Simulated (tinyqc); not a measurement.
Comparisons within one model: phonon-assisted absorption at an indirect gap. A value that a table varies takes the place of the one given here.

alpha(E) = sum_j A_j [N_j (E - Eg + w_j)^2 + (N_j + 1)(E - Eg - w_j)^2], each bracket counted only where its base is positive; N_j = 1/(exp(w_j/kB T) - 1). The first term absorbs a phonon and the second emits one; excitons and direct transitions are left out.

Photodiode (Gaertner form with a dead layer): QE = (1 - R) exp(-alpha xj) [1 - exp(-alpha W)/(1 + alpha L)], R = ((nr - 1)/(nr + 1))^2; responsivity = QE/E in A/W for E in eV.

Constants: kB = 8.617333262e-05 eV/K.

Parameters, chosen for this exercise (loosely those of Si at room temperature; Eg is not tied to T; not measured data): Eg = 1.114 eV (indirect gap, held fixed unless listed); w = (58.2, 17.3) meV (two zone-edge phonons); A = (3600, 660) 1/(cm eV^2) (their strengths); T = 500 K; nr = 3.55 (refractive index); xj = 0.076 micrometre (dead layer at the surface); W = 1.4 micrometre (depleted width); L = 20 micrometre (minority diffusion length below it); E = 1.156 eV (photon energy).

## The square root of alpha at three temperatures

The gap is held fixed, so only the phonon occupations change.

sqrt(alpha) (1/cm^(1/2)):
```
E - Eg (eV)   150 K   300 K   600 K
-0.04         0.116   0.375   0.757
-0.02         0.243   0.786   1.588
0.00          0.455   1.281   2.521
0.02          0.761   1.888   3.592
0.04          1.273   2.656   4.829
0.07          2.333   4.069   6.947
0.10          4.089   6.034   9.556
0.15          7.399   9.771  14.395
0.20         10.809  13.675  19.450
0.30         17.696  21.621  29.768
0.45         28.071  33.639  45.407
0.60         38.461  45.694  61.109
```

Below the gap only phonon absorption acts: at E - Eg = -0.02 eV sqrt(alpha) is 0.243, 0.786 and 1.588 at 150, 300 and 600 K. A straight line through the last two rows meets the axis at E - Eg = +0.0448, +0.0314 and +0.0162 eV: the intercept is roughly a weighted mean of the thresholds, not the gap, and it moves from the emission side towards Eg as the occupations grow. At the last row alpha grows by a factor 2.52 from the lowest to the highest temperature at fixed gap.

## Spectral response

Response:
```
E (eV)  wavelength (nm)  alpha (1/cm)  1/alpha (micrometre)  dead layer  collected     QE    A/W
1.13               1097          8.41              1.19e+03       1.000      0.018  0.012  0.011
1.17               1060          26.6                   376       1.000      0.054  0.037  0.032
1.23               1008          97.6                   102       0.999      0.175  0.120  0.097
1.31                946           298                  33.5       0.998      0.399  0.273  0.209
1.41                879           719                  13.9       0.995      0.629  0.429  0.304
1.56                795      1.70e+03                  5.87       0.987      0.821  0.556  0.356
1.76                704      3.68e+03                  2.72       0.972      0.929  0.619  0.352
2.01                617      7.21e+03                  1.39       0.947      0.976  0.634  0.315
2.31                537      1.30e+04                 0.769       0.906      0.994  0.618  0.267
2.71                458      2.34e+04                 0.428       0.837      0.999  0.574  0.212
```

QE is highest, 0.634, at 2.01 eV of those listed and the responsivity at 1.56 eV; reflection alone caps QE at 0.686. Near the gap weak absorption limits it (collected share 0.018); at the top the dead layer passes 0.837. Far above the gap the quadratic law and a constant index are only rough.

## What moves the response

At the energy E. Each row changes one parameter from the base and keeps the others.

Results:
```
case                   alpha (1/cm)      QE
base                          18.55  0.0262
Eg = 1.094 eV                 30.64  0.0424
T = 550 K                     21.56  0.0303
W = 2.8 micrometre            18.55  0.0280
L = 10 micrometre             18.55  0.0142
xj = 0.152 micrometre         18.55  0.0262
nr = 3.73                     18.55  0.0255
```

The largest shifts from the base row, up to three for each result and ties (the steps differ in size, so this ranks the rows, not the parameters). alpha (1/cm): Eg +12.1, T +3.00; unchanged at the printed digits by W, L, xj and nr. QE: Eg +0.0161, L -0.0120, T +0.0041; unchanged at the printed digits by xj.

tinyqc: `OMP_NUM_THREADS=1 python tinyqc.py 1652481 1652482 out.jsonl`; about 0.01 s, one thread, shared Intel(R) Xeon(R) Processor @ 2.30GHz.
